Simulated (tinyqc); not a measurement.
# Trap density from the capacitance step

Inverse problem. A junction with shallow donors Nd and a deep trap has C_HF = eps0 eps_r/W and C_LF = eps0 eps_r (Nd + Nt)/(Nd W + Nt xt), xt = W - lam. Find W, xt and Nt.

Values chosen for this exercise:

| symbol | value | unit | meaning |
|---|---|---|---|
| eps_r | 12.7 |  | relative permittivity |
| Nd | 1.7e16 | cm^-3 | shallow donor density |

Constants: eps0 = 8.8541878128e-14 F/cm where lengths are in cm. Results are converted to the units shown.

C_HF = 32.842746 nF/cm^2
C_LF = 44.550135 nF/cm^2
lam = 185.57435 nm

Answer. C_HF gives W. With y = C_LF/C_HF, Nt/Nd = (y - 1)/(1 - y xt/W).

W = 342 nm
xt = 157 nm
Nt = 1.60e16 cm^-3

Program tinyqc, `OMP_NUM_THREADS=1 python tinyqc.py 2050159 2050160 out.jsonl`; Intel Xeon 2.30GHz, shared host, one thread, about 0.01 s.
